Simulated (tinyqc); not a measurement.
Box-like doped layer, carriers, mobility and sheet resistance with incomplete ionisation: two steps of the calculation.

A p-type layer from the surface x = 0 to the junction xj, N(x) = N0 for x < xb and N0 10^(-(x - xb)/Lt) beyond. Local neutrality (no depletion at surface or junction, no spilling of carriers), intrinsic carriers neglected, Boltzmann statistics.

Parameters, values chosen for the exercise; values close to those of boron in silicon over an n-type background:
- T = 300 K (temperature)
- Nb = 1.2e14 cm^-3 (background doping of the opposite type)
- N0 = 8.4e16 cm^-3 (peak chemical concentration)
- m1 = 45.8 cm^2/(V s) (mobility limit at high doping)
- m2 = 457 cm^2/(V s) (mobility limit at low doping, at 300 K)
- Nr = 2.25e17 cm^-3 (reference doping of the mobility law)
- am = 0.693 (exponent of the mobility law)
- bt = 2.2 (temperature exponent of m2)
- Ns = 2.04e20 cm^-3 (solubility limit of active dopant)
- NB = 2.7e19 cm^-3 (valence-band density of states at T)
- Ei = 0.0463 eV (ionisation energy in the dilute limit)
- gd = 4 (degeneracy factor of the level)
- ks = 6.7e-9 eV cm (lowering of Ei per N^(1/3))
- xb = 96 nm (depth of the flat top)
- Lt = 30 nm/decade (abruptness of the tail)

Constants: q = 1.602176634e-19 C, kB = 1.380649e-23 J/K, Vt = kB T/q. Results are converted to the units shown.

Question 1. Junction depth and local values. xj = xb + Lt log10(N0/Nb); 14 equal steps from 0 to xj. Active dopant A = min(N, Ns); p solves p (p + Nb)/(A - Nb - p) = K, K = (NB/gd) exp(-E/Vt), E = max(Ei - ks A^(1/3), 0), so p = 2 K (A - Nb)/[Nb + K + sqrt((Nb + K)^2 + 4 K (A - Nb))]; mobility mu = m1 + (m2 (T/300 K)^(-bt) - m1)/(1 + ((A + Nb)/Nr)^am).

Find: xj; x; N; A; p; mu.

Answer 1.

xj = 181.35 nm

```
point  x (nm)  N (cm^-3)  A (cm^-3)  p (1e16 cm^-3)  mu (cm^2/(V s))
0        0.00  8.4000e16  8.4000e16          7.8933           318.90
1       12.95  8.4000e16  8.4000e16          7.8933           318.90
2       25.91  8.4000e16  8.4000e16          7.8933           318.90
3       38.86  8.4000e16  8.4000e16          7.8933           318.90
4       51.82  8.4000e16  8.4000e16          7.8933           318.90
5       64.77  8.4000e16  8.4000e16          7.8933           318.90
6       77.72  8.4000e16  8.4000e16          7.8933           318.90
7       90.68  8.4000e16  8.4000e16          7.8933           318.90
8      103.63  4.6767e16  4.6767e16          4.5004           353.29
9      116.58  1.7304e16  1.7304e16          1.6944           397.30
10     129.54  6.4025e15  6.4025e15          0.6249           424.45
11     142.49  2.3690e15  2.3690e15          0.2244           439.63
12     155.45  8.7653e14  8.7653e14          0.0756           447.60
13     168.40  3.2432e14  3.2432e14          0.0204           451.58
14     181.35  1.2000e14  1.2000e14          0.0000           453.45
```

At the point of highest doping 94.1 % of the net active dopant gives free carriers. The mobility runs from 319 to 453 cm^2/(V s).

Question 2. Sheet quantities by the trapezoid rule. Dose = integral of N, carrier sheet density = integral of p, 1/Rs = q integral of p mu, mean mobility 1/(q Rs sheet density), Hall mobility (unit Hall factor) = integral of p mu^2 over integral of p mu, Hall sheet density = (integral of p mu)^2/integral of p mu^2; all from 0 to xj.

```
point     x (nm)     N (cm^-3)  p (1e16 cm^-3)  mu (cm^2/(V s))
0        0.00000        8.4e16       7.8932561        318.89562
1       12.95378        8.4e16       7.8932561        318.89562
2       25.90756        8.4e16       7.8932561        318.89562
3       38.86134        8.4e16       7.8932561        318.89562
4       51.81513        8.4e16       7.8932561        318.89562
5       64.76891        8.4e16       7.8932561        318.89562
6       77.72269        8.4e16       7.8932561        318.89562
7       90.67647        8.4e16       7.8932561        318.89562
8      103.63025  4.6766789e16       4.5003904        353.29252
9      116.58403  1.7303933e16       1.6943787        397.29967
10     129.53782  6.4025373e15       0.6248850        424.44895
11     142.49160  2.3689691e15       0.2244416        439.63429
12     155.44538  8.7652979e14       0.0755956        447.60479
13     168.39916  3.2432017e14       0.0204262        451.57899
14     181.35294        1.2e14       0.0000000        453.44608
```

Give: dose; carrier sheet density; Rs; mean mobility; Hall mobility; Hall sheet density.

Answer 2.

dose = 9.121e11 cm^-2
carrier sheet density = 8.593e11 cm^-2
Rs = 2.236e4 ohm/square
mean mobility = 324.8 cm^2/(V s)
Hall mobility = 326.0 cm^2/(V s)
Hall sheet density = 8.563e11 cm^-2

Carriers make up 94.2 % of the dose. A Hall measurement weights the mobile tail, so its sheet density is 0.36 % below the true one.

tinyqc, about 0.01 s, one thread, Intel Xeon 2.30GHz (shared host): `OMP_NUM_THREADS=1 python tinyqc.py 2110044 2110045 out.jsonl`
